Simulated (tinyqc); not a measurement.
Inside a calculation. Model: BCS gap equation with a constant attraction inside the Debye window. Computed by tinyqc, a small Python program that keeps every step. Command: `OMP_NUM_THREADS=1 python tinyqc.py 3006144 3006145 out.jsonl bcs walk`. One thread of a shared host (Intel(R) Xeon(R) Processor @ 2.30GHz), about 0.01 s of CPU time with the checks. Intermediate numbers are printed to about 5 digits and carried at full precision; extremes and crossings named in words are read from the listed rows.

Pairs attract with strength V for |xi| < k_B Theta; N(0) is the density of states for one spin. Energies are given as temperatures (E/k_B, in K) unless marked.

Inputs (values chosen for the exercise, modelled on vanadium):
```
quantity                  value      unit
coupling N(0)V            0.228         -
Debye temperature Theta     379         K
temperature T              3.47         K
Fermi velocity v_F       280000       m/s
electron density n         6.97  1e28/m^3
mean free path l             35        nm
junction resistance R_n      15  kilo-ohm
```

Solver: secant.

Constants: k_B = 8.617333262e-05 eV/K; hbar = 1.054571817e-34 J s; k_B = 1.380649e-23 J/K; m_0 = 9.1093837015e-31 kg; eps_0 = 8.8541878128e-12 F/m; c = 299792458 m/s; e = 1.602176634e-19 C; h = 6.62607015e-34 J s.

## Gap at zero temperature

At T = 0 the gap equation 1/(N(0)V) = int_0^Theta d xi/sqrt(xi^2 + Delta^2) has the integral arcsinh(Theta/Delta), so Delta_0 = Theta/sinh(1/(N(0)V)); weak coupling gives 2 Theta exp(-1/(N(0)V)).

Delta_0 = 9.4392 K

weak-coupling Delta_0 = 9.4378 K

Delta_0 in meV = 0.81341 meV

## Critical temperature

Gap equation: 1/(N(0)V) = I(Delta, T) = int_0^Theta tanh(E/2T)/E d xi, E = sqrt(xi^2 + Delta^2); 64 Gauss-Legendre points in y with xi = max(Delta, T) sinh(y). T_c solves I(0, T_c) = 1/(N(0)V); the weak-coupling form is T_c = (2 e^C/pi) Theta exp(-1/(N(0)V)) with Euler's C = 0.5772157, and 2 Delta_0/T_c then tends to 2 pi e^-C = 3.528.

T_c = 5.3506 K

weak-coupling T_c = 5.3506 K

2 Delta_0/T_c = 3.5283

T_c/Theta = 0.0141; the ratio lies +0.02 % from 3.528, so the universal weak-coupling laws hold.

## One evaluation of the gap equation

Take Delta = Delta_0 as the trial; the fixed-point update is Delta(new) = N(0)V Delta I(Delta, T).

I(Delta_0, T) = 4.2941

updated Delta = 9.2415 K

## Gap at temperature T

Residual r = N(0)V I - 1, with Delta_0 = Theta/sinh(1/(N(0)V)). Secant steps in Delta^2, from Delta_0 and 0.9 Delta_0, with Delta^2 kept at or above 1e-6 K^2. Stop when |r| < 1e-9 or after 40 steps.

Iterations:
```
step  Delta (K)   residual r
1        8.2216   3.5024e-04
2        8.2419  -5.5015e-06
3        8.2416  -6.7065e-09
4        8.2416   1.2856e-13
```

converged (1 yes, 0 no) = 1

Delta(T) = 8.2416 K

Converged in 4 steps: Delta(T)/Delta_0 = 0.8731 at T/T_c = 0.649.

## Lengths and fields

xi_0 = hbar v_F/(pi Delta_0); lambda_L = sqrt(m_0 eps_0 c^2/(n e^2)); N(0) = 3 n/(2 m_0 v_F^2) for one spin; condensation energy N(0) Delta_0^2/2 = B_c^2/(2 mu_0), mu_0 = 1/(eps_0 c^2); with scattering lambda = lambda_L sqrt(1 + xi_0/l) in the local limit (where xi_0 and l both exceed lambda, nonlocal response makes the true depth larger); Ginzburg-Landau kappa = 0.96 lambda_L/xi_0 + 0.72 lambda_L/l. Free-electron mass throughout; heavier carriers, as in niobium or vanadium, give a larger lambda_L and kappa and can make the metal type II.

coherence length xi_0 = 72.122 nm

London depth lambda_L = 20.129 nm

critical field B_c(0) = 176.76 mT

depth with scattering = 35.214 nm

Ginzburg-Landau kappa = 0.68200

Kappa lies below 1/sqrt(2): type I, and l is comparable with xi_0, between the clean and dirty limits.

## A tunnel junction of this metal

Ambegaokar-Baratoff: I_c R_n = (pi Delta/(2e)) tanh(Delta/2T); Josephson energy E_J = hbar I_c/(2e), given as E_J/h; inductance hbar/(2 e I_c); thermal quasiparticle fraction x = n_qp/(2 N(0) Delta) = sqrt(2 pi T/Delta) exp(-Delta/T), valid for T well below Delta.

I_c R_n = 925.73 microvolt

critical current I_c = 61.715 nA

E_J/h = 30.653 GHz

Josephson inductance = 5.3327 nH

quasiparticle fraction x = 0.15127

Caution: T is not small against Delta, so the quasiparticle formula is only a rough guide.

## Gap and superfluid density against temperature

Interpolation tanh(1.74 sqrt(T_c/T - 1)); near T_c, 1.74 sqrt(1 - T/T_c). Clean-limit superfluid fraction 1 - (1/2T) int_0^(40 T) cosh^-2(E/2T) d xi (64 points); two-fluid rule 1 - (T/T_c)^4.

Reduced quantities:
```
T/T_c  Delta/Delta_0  tanh form  square-root form  superfluid fraction  two-fluid rule
0.10         1.00000    0.99994            1.6507              1.00000         0.99990
0.20         0.99988    0.99810            1.5563              0.99885         0.99840
0.30         0.99713    0.99022            1.4558              0.98178         0.99190
0.40         0.98504    0.97221            1.3478              0.92797         0.97440
0.50         0.95690    0.94023            1.2304              0.83412         0.93750
0.60         0.90702    0.88975            1.1005              0.70678         0.87040
0.70         0.82880    0.81411            0.9530              0.55383         0.75990
0.80         0.71108    0.70137            0.7782              0.38189         0.59040
0.90         0.52638    0.52267            0.5502              0.19602         0.34390
0.95         0.38034    0.37925            0.3891              0.09908         0.18549
0.98         0.24360    0.24358            0.2461              0.03987         0.07763
```

The tanh form misses the gap by at most about 0.017 (at T/T_c = 0.6); the square-root form is within 3 % only from T/T_c = 0.95. The gap keeps 99 % of Delta_0 up to T/T_c = 0.3, since quasiparticles are exponentially few. The two-fluid rule exceeds the BCS superfluid fraction most, by 0.21, at T/T_c = 0.8.

Checks made by the program: weak-coupling T_c, allowing for terms of order exp(-Theta/T_c) (relative difference below 1e-10).
